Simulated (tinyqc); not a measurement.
Bottom-up copper filling of a trench by curvature-enhanced accelerator coverage: one step, computed by the program tinyqc.

A rectangular trench keeps vertical walls and a flat floor. An accelerator floats on the surface; where area is lost in the corners it is passed on to the floor.

Problem. Velocities. Kinetic current i_k = [i_0 (1 - theta) + i_1 theta] exp(alpha eta/(k_B T)), limit i_L = 2 F D C/delta, i = 1/(1/i_k + 1/i_L); velocity v = i Omega/(2F), Omega = 7.11 cm^3/mol, F = e N_A. Depletion inside the trench is ignored.

Inputs (values chosen for the exercise, close to those used for damascene copper plating):
```
quantity,value,unit
exchange current of the suppressed surface i_0,0.014,mA/cm^2
exchange current of the accelerated surface i_1,1.8,mA/cm^2
transfer coefficient alpha,0.51,-
overpotential eta,0.14,V
starting coverage theta_0,0.065,-
cupric ion concentration C,0.84,mol/l
diffusivity D,4.1e-06,cm^2/s
boundary layer delta,51,um
temperature T,298,K
```

Constants: e = 1.602176634e-19 C; N_A = 6.02214076e+23 1/mol; k_B = 8.617333262e-05 eV/K.

Give: limiting current i_L; velocity at theta = 0; velocity at theta_0; velocity at theta = 1; ratio v(1)/v(theta_0).

Solution.

limiting current i_L = 130.31 mA/cm^2

velocity at theta = 0 = 0.083037 nm/s

velocity at theta_0 = 0.76068 nm/s

velocity at theta = 1 = 8.7465 nm/s

ratio v(1)/v(theta_0) = 11.498
